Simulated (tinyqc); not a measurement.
Growth of a silicide layer between metal and silicon: linear-parabolic kinetics, ramp anneals and Kissinger analysis: one step, computed by the program tinyqc.

One compound layer of thickness x grows by diffusion through itself and reaction at an interface, dx/dt = 1/(2x/K + 1/v), until the metal is used up at x = a h.

Problem. Geometry at full reaction. Silicon consumed b h, sheet resistance rho/(final thickness) with 1 micro-ohm cm/nm = 10 ohm; margin to the junction x_j - b h.

Inputs (values chosen for the exercise, modelled on CoSi): metal thickness h = 5.4 nm; silicon consumed per metal thickness b = 1.82; silicide resistivity = 130 micro-ohm cm; junction depth x_j = 21 nm.

final thickness = 10.908 nm

Give: silicon consumed; sheet resistance; margin to the junction.

Solution.

silicon consumed = 9.828 nm

sheet resistance = 119.2 ohm/square

margin to the junction = 11.172 nm

The layer takes 47 % of the junction depth; its surface lies 1.08 nm above the original silicon surface. Caution: so thin a film has a resistivity above the bulk value and tends to agglomerate.
